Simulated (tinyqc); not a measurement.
Worked calculation: inversion-layer mobility, back-scattering and ballistic limit of a field-effect transistor. Computed by tinyqc, a small Python program that keeps every step. Command: `OMP_NUM_THREADS=1 python tinyqc.py 3009960 3009961 out.jsonl mos walk`. One thread of a shared host (Intel(R) Xeon(R) Processor @ 2.30GHz), about 0.01 s of CPU time with the checks. Intermediate numbers are printed to about 7 digits and carried at full precision; extremes and crossings named in words are read from the listed rows.

The charge at the top of the source barrier is fixed by the gate; series resistance and short-channel effects are left out. F_j are Fermi integrals normalised to exp(eta) in the classical limit.

Inputs (values chosen for the exercise, modelled on a silicon n-channel):
```
quantity,value,unit
transport mass m,0.2,m_0
valley degeneracy g_v,2,-
weight w of the inversion charge,0.5,-
permittivity eps,11.7,-
"phonon mobility at 1 MV/cm and 300 K, mu_ph",330,cm^2/(V s)
"roughness mobility at 1 MV/cm, mu_sr",1600,cm^2/(V s)
"Coulomb mobility at N_inv = 1e12/cm^2, mu_C",760,cm^2/(V s)
electrical oxide thickness t_inv,5.2,nm
depletion charge N_dep,1.5e+12,1/cm^2
gate overdrive V_G - V_T,0.56,V
drain voltage V_D,0.65,V
channel length L,360,nm
exponent a of the critical length,0.83,-
temperature T,400,K
```

Statistics at the top of the barrier: Fermi-Dirac.

Constants: eps_0 = 8.8541878128e-12 F/m; e = 1.602176634e-19 C; m_0 = 9.1093837015e-31 kg; k_B = 1.380649e-23 J/K; hbar = 1.054571817e-34 J s; k_B = 8.617333262e-05 eV/K.

## Charge and field

N_inv = 3.9 eps_0 (V_G - V_T)/(e t_inv); effective field E_eff = e (N_dep + w N_inv)/(eps eps_0).

inversion density N_inv = 2.321067e+12 1/cm^2

effective field E_eff = 0.4114760 MV/cm

## Effective mobility

mu_phonon = mu_ph (E_eff/1 MV/cm)^(-0.3) (T/300 K)^(-1.75); mu_rough = mu_sr (E_eff/1 MV/cm)^(-2); mu_Coulomb = mu_C (N_inv/1e12 cm^-2) (T/300 K); Matthiessen's rule adds 1/mu.

phonon part = 260.3561 cm^2/(V s)

roughness part = 9449.982 cm^2/(V s)

Coulomb part = 2352.014 cm^2/(V s)

effective mobility mu = 228.7345 cm^2/(V s)

The phonon part is the lowest and holds 88 % of 1/mu.

## Ballistic limit

F_j(eta) = (1/Gamma(j + 1)) int_0^infinity x^j/(1 + exp(x - eta)) dx, F_0 = ln(1 + exp(eta)). Integrals over x = E/(k_B T) use 160 Gauss-Legendre points in u = sqrt(x) from 0 to sqrt(max(eta, 0) + 32). Ballistic channel: N_2D = g_v m k_B T/(pi hbar^2), U = e V_D/(k_B T); eta_F solves N_inv = (N_2D/2)[F_0(eta_F) + F_0(eta_F - U)]; v_T = sqrt(2 k_B T/(pi m)); I/W = e (N_2D/2) v_T [F_1/2(eta_F) - F_1/2(eta_F - U)]; injection velocity v_T F_1/2(eta_F)/F_0(eta_F).

N_2D = 5.759570e+12 1/cm^2

eta_F = 0.2142265

thermal velocity v_T = 1.389160 1e7 cm/s

injection velocity = 1.557473 1e7 cm/s

ballistic current I/W = 579.1866 microampere/micrometre

Degeneracy raises the injection velocity by a factor 1.12.

## Back-scattering

Mean free path lambda = (2 k_B T/e)(mu/v_T) F_0(eta_0)/F_-1/2(eta_0), with eta_0 from N_inv = N_2D F_0(eta_0); critical length l = L (1 + U)^(-a), an empirical rule; back-scattering r = l/(l + lambda). Then eta solves N_inv = (N_2D/2)[(1 + r) F_0(eta) + (1 - r) F_0(eta - U)] and I/W = e (N_2D/2) v_T (1 - r)[F_1/2(eta) - F_1/2(eta - U)]. Ballistic ratio: I over the ballistic current. Apparent mobility 1/(1/mu + 1/mu_B), mu_B = mu L/lambda.

eta_0 = -0.7005818

mean free path lambda = 12.30844 nm

critical length l = 30.13200 nm

back-scattering coefficient r = 0.7099832

current I/W = 93.76327 microampere/micrometre

ballistic ratio = 0.1618878

apparent low-field mobility = 221.1726 cm^2/(V s)

L/lambda = 29.25, but at this drain voltage only the first 30.1 nm can return a carrier to the source, so the device works at 16 % of its ballistic limit. Caution: the current exceeds the long-channel drift law, so the empirical rule for l, meant for short channels, is too generous here.

## Channel length

The last column is the long-channel law e N_inv mu V/L with V = V_D - V_D^2/(2 V_ov) below pinch-off and V_ov/2 above, V_ov = V_G - V_T.

Currents (microampere/micrometre):
```
L (nm),r,I/W,ballistic ratio,long-channel law
5,0.0328830,540.4032,0.9330382,4763.408
10,0.0636723,506.4792,0.8744663,2381.704
20,0.1197216,449.9670,0.7768947,1190.852
40,0.2138417,367.8431,0.6351030,595.426
80,0.3523387,269.4421,0.4652077,297.713
160,0.5210806,175.5058,0.3030212,148.856
400,0.7311889,85.7729,0.1480920,59.543
1000,0.8717984,37.6473,0.0650002,23.817
```

The current scales as L^-0.90 at the long end and as L^-0.09 at the short end, where it reaches 93 % of the ballistic 579. The long-channel law passes the ballistic limit between 40.0 and 80.0 nm and has no meaning below. At 1000 nm the model gives 1.58 times the long-channel law; the rule for l is a fit for short devices and fails wherever the model exceeds that law. Raising mu by 10 % at 20 nm raises I by 2.1 %.

## The mobility curve

The formulas are those given above.

Mobilities (cm^2/(V s)):
```
V_G - V_T (V),N_inv (1/cm^2),E_eff (MV/cm),phonon,roughness,Coulomb,total
0.03,1.243429e+11,0.2416042,305.4498,27410.12,126.001,88.9142
0.06,2.486857e+11,0.2512196,301.8944,25352.04,252.002,136.6103
0.12,4.973714e+11,0.2704504,295.2874,21874.84,504.003,184.6258
0.20,8.289524e+11,0.2960914,287.3713,18250.23,840.005,211.6366
0.35,1.450667e+12,0.3441683,274.6881,13507.60,1470.009,227.5420
0.50,2.072381e+12,0.3922452,264.1216,10399.31,2100.013,229.4376
0.75,3.108572e+12,0.4723734,249.7960,7170.49,3150.019,224.2059
1.00,4.144762e+12,0.5525016,238.3258,5241.47,4200.026,216.2248
1.50,6.217143e+12,0.7127581,220.7946,3149.46,6300.038,199.7866
```

The lowest part is Coulomb from 0.0300 to 0.0600, phonon from 0.120 to 1.50 V. The total peaks at 229 near E_eff = 0.39 MV/cm: screening lifts it at low density and the field presses it down at high density.

Checks made by the program: long channel and small V_D against the drift formula e N mu V_D/L (relative difference 1e-04).
